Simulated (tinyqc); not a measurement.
# Thermionic-field emission through a Schottky barrier, WKB: what changes with what

Metal on an n-type semiconductor with one parabolic valley; V > 0 is forward bias (metal positive). Energies E are counted from the conduction edge of the neutral semiconductor, whose Fermi level lies at -xi; that of the metal lies at -xi - V. The barrier is a parabola of height Vd = phi - xi - V (depletion approximation, no image force).

Parameters, values chosen for the exercise; band and dielectric values close to those of gallium nitride:

| symbol | value | unit | meaning |
|---|---|---|---|
| T | 300 | K | temperature |
| me | 0.201 | m0 | electron mass |
| eps_r | 9.42 |  | relative permittivity |
| phi | 1.2 | eV | barrier height seen from the metal |
| Nd | 7.9e18 | cm^-3 | donor density |

Constants: q = 1.602176634e-19 C, kB = 1.380649e-23 J/K, eps0 = 8.8541878128e-12 F/m, hbar = 1.054571817e-34 J s, h = 6.62607015e-34 J s, m0 = 9.1093837015e-31 kg, Vt = kB T/q. Results are converted to the units shown.

Each table varies one quantity; the others keep the values above.

## Contact resistivity against doping

Nc = 2 (2 pi me m0 kB T/h^2)^1.5 (times 1e-6 for cm^-3); Nd = Nc F12(-xi/Vt), F12(x) = (2/sqrt(pi)) int_0^infinity sqrt(u)/(1 + exp(u - x)) du; E00 = (hbar/2) sqrt(Nd/(me m0 eps0 eps_r)) in SI units (volts). For E < Vd, ln T(E) = -(Vd/E00) [sqrt(1 - y) - y ln((1 + sqrt(1 - y))/sqrt(y))], y = E/Vd; T(E) = 1 above. J = A* T (q/kB) int_0^infinity T(E) N(E) dE, N = ln[(1 + exp((-xi - E)/Vt))/(1 + exp((-xi - V - E)/Vt))], A* = 4 pi q me m0 kB^2/h^3 (times 1e-4 for A/(cm^2 K^2)). The integral is converged to the digits shown; the share over the barrier is that of E > Vd, and 0 means below 1e-6 %. The contact resistivity is rho_c = 1/(dJ/dV) at V = 0, where N becomes V f/Vt with f = 1/(1 + exp((E + xi)/Vt)). The last column is the thermionic value Vt exp(phi/Vt)/(A* T^2). By a common rule of thumb, E00/Vt below 0.5 marks thermionic emission, 0.5 to 5 thermionic-field emission and above 5 field emission.

Contact resistivity against doping:
```
Nd (cm^-3)	E00/Vt	rho_c (ohm cm^2)	thermionic rho_c (ohm cm^2)
9.3e16	0.1592	3.213e11	1.715e12
2.1e17	0.2392	1.420e11	1.715e12
4.9e17	0.3653	3.291e10	1.715e12
1.1e18	0.5474	2.669e9	1.715e12
2.6e18	0.8416	2.270e7	1.715e12
5.9e18	1.268	1.831e4	1.715e12
1.3e19	1.882	4.985	1.715e12
3.1e19	2.906	0.002126	1.715e12
7.1e19	4.398	1.002e-5	1.715e12
```

rho_c falls from 3.21e11 to 1.00e-5 ohm cm^2: 0.19 of the thermionic value in the first row (thermionic emission) and 5.8e-18 of it in the last (thermionic-field emission). Between the last two rows ln rho_c changes by 1.19 eV for each unit of 1/E00, to be set beside phi = 1.2 eV of the rule rho_c ~ exp(phi/E00). Even in the first row most of the current tunnels through the thin top of the barrier.

## Contact resistivity against barrier height

Same model as above.

Results:
```
phi (eV)	rho_c (ohm cm^2)	thermionic Vt exp(phi/Vt)/(A* T^2) (ohm cm^2)
0.15	6.828e-8	3.937e-6
0.42	1.813e-5	0.1352
0.56	3.980e-4	30.40
0.69	0.007390	4642
0.83	0.1784	1.044e6
0.96	3.514	1.594e8
1.1	88.72	3.585e10
```

Estimate the missing row, phi = 0.29 eV.

Computed row:
```
phi (eV)	rho_c (ohm cm^2)	thermionic Vt exp(phi/Vt)/(A* T^2) (ohm cm^2)
0.29	1.125e-6	8.852e-4
```

With this row back in the table: rho_c rises from 6.83e-8 to 88.7 ohm cm^2; between the last two rows it grows by a factor e every 43.4 meV, against E00 coth(E00/Vt) = 42.2 meV and Vt = 25.9 meV for pure emission.

Range of the model: The depletion approximation, a parabolic band and the neglect of image-force lowering make these currents estimates at high doping.

Program tinyqc, `OMP_NUM_THREADS=1 python tinyqc.py 2640052 2640053 out.jsonl`; Intel Xeon 2.30GHz, shared host, one thread, about 0.02 s.
